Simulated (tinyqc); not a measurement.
# Inputs raised by 2 %, one at a time

Model: two-sublattice mean-field magnet: ferrimagnet, compensation points and susceptibility. Computed by tinyqc, a small Python program. Command: `OMP_NUM_THREADS=1 python tinyqc.py 3011185 3011186 out.jsonl ferri sens`. One thread of a shared host (Intel(R) Xeon(R) Processor @ 2.30GHz), about 0.02 s of CPU time with the checks.

A random alloy A(1-x)B(x) with H = -sum over pairs J S_i.S_j. a = <S_A> and b = <S_B> are taken along z, a > 0. Exchange fields: h_A = (1 - x) zJ_AA a + x zJ_AB b, h_B = (1 - x) zJ_AB a + x zJ_BB b; a = S_A B_(S_A)(S_A h_A/(k_B T)) and likewise for b, with the Brillouin function B_S(y) = [(2S + 1)/(2S)] coth[(2S + 1) y/(2S)] - [1/(2S)] coth[y/(2S)].

Inputs (values chosen for the exercise, for a model ferrimagnet):
```
quantity                 value  unit
spin S_A                     2     -
spin S_B                   3.5     -
fraction x of B sites     0.28     -
z J_AA                    22.8   meV
z J_BB                    0.62   meV
z J_AB                      -6   meV
T over T_c                0.48     -
largest number of steps   3000     -
```

Constants: k_B = 8.617333262e-05 eV/K.

Method. Linearised, T (a, b) = M (a, b) with M_ij = S_i (S_i + 1) c_j zJ_ij/(3 k_B), c_A = 1 - x, c_B = x. T_c is the larger eigenvalue, and its eigenvector gives b/a at onset, (T_c - M_AA)/M_AB. Repeat from a = S_A, b = -S_B until a and b change by less than 1e-10.

Runs:
```
input moved            from      to  T_c (K)       a        b
base run                  -       -   406.89  1.8453  -2.0949
fraction x of B sites  0.28  0.2856   404.42  1.8458  -2.0946
z J_AA (meV)           22.8  23.256   414.05  1.8449  -2.0703
z J_BB (meV)           0.62  0.6324   406.91  1.8453  -2.0961
z J_AB (meV)             -6   -6.12   407.87  1.8457  -2.1181
T over T_c             0.48  0.4896   406.89  1.8358  -2.0604
```

Exponents ln(y'/y) / ln(x'/x):
```
input                     T_c       a       b
fraction x of B sites  -0.308   0.014  -0.008
z J_AA                  0.881  -0.010  -0.595
z J_BB                  0.002   0.000   0.028
z J_AB                  0.121   0.010   0.557
T over T_c              0.000  -0.262  -0.838
```

Among the inputs moved here: T_c answers most in size to z J_AA (exponent +0.881), next to fraction x of B sites (-0.308); its exponent is below 0.0005 for T over T_c. a answers most in size to T over T_c (exponent -0.262), next to fraction x of B sites (+0.014); its exponent is below 0.0005 for z J_BB. b answers most in size to T over T_c (exponent -0.838), next to z J_AA (-0.595).

Extremes, crossings and ranges named in words are read from the listed rows.
